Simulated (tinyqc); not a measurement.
Cooling rate: nucleation and growth of vacancy voids in a cooling silicon-like crystal. Computed by tinyqc, a small Python program. Command: `OMP_NUM_THREADS=1 python tinyqc.py 3019117 3019118 out.jsonl voids walk`. One thread of a shared host (Intel(R) Xeon(R) Processor @ 2.30GHz), about 0.4 s of CPU time with the checks.

Spherical voids; vacancies are lost only to voids.

Inputs (values chosen for the exercise, close to those used for silicon): vacancy density at the melting point C_m = 4.3e+14 1/cm^3; formation energy E_f = 4.17 eV; melting point T_m = 1685 K; diffusion prefactor D0 = 0.0014 cm^2/s; migration energy E_m = 0.42 eV; site density rho = 5e+22 1/cm^3; void surface energy gamma = 0.846 J/m^2; cooling rate q = 0.61 K/min; vacancy excess C0 = 3.1e+13 1/cm^3; temperature step = 0.2 K.

Vacancy supply: given.

Constants: k_B = 8.617333262e-05 eV/K; k_B = 1.380649e-23 J/K.

Method:
- C = C0 as given.
- C_e = C_m exp[-(E_f/k_B)(1/T - 1/T_m)]; D = D0 exp(-E_m/(k_B T)); f = k_B T ln(C/C_e); r* = 2 gamma/(rho f); W* = 16 pi gamma^3/(3 rho^2 f^2); Z = f/sqrt(12 pi W* k_B T); I = rho Z (4 pi r* D C) exp(-W*/(k_B T)).
- March down from 1500 K in steps dT, dt = dT/q, with values at the upper end of each step: a class of I dt voids is born with r*; then all classes grow by r^2 += 2 D (C - C_e) dt/rho; C falls by the vacancies added to voids. Stop at 1150 K. T_n is the T of the largest I, N the final count (classes under 1e-6 /cm^3 are dropped), and the mean radius the number average.

initial excess C = 3.10e+13 1/cm^3

At fixed C:
```
q (K/min)  T_n (K)  N (1/cm^3)  mean radius (nm)
0.061       1400.4  8.6804e+03            256.10
0.150       1397.4  3.2711e+04            164.51
0.300       1394.8  9.0869e+04            116.99
0.610       1392.2  2.5859e+05             82.52
1.200       1389.4  7.0068e+05             59.17
2.400       1386.6  1.9447e+06             42.08
6.100       1382.4  7.6760e+06             26.61
```

What does the comparison show, and why?

Over the rows N goes as q^1.47 and the radius as q^-0.49, near the 3/2 and -1/2 of the scaling argument (depletion time 1/(4 pi N r D) equal to the time in the nucleation range, at fixed N r^3). T_n drops only 18 K for a factor 100 in q. Fast cooling gives many small voids, which an anneal can dissolve.

Extremes, crossings and ranges named in words are read from the listed rows.
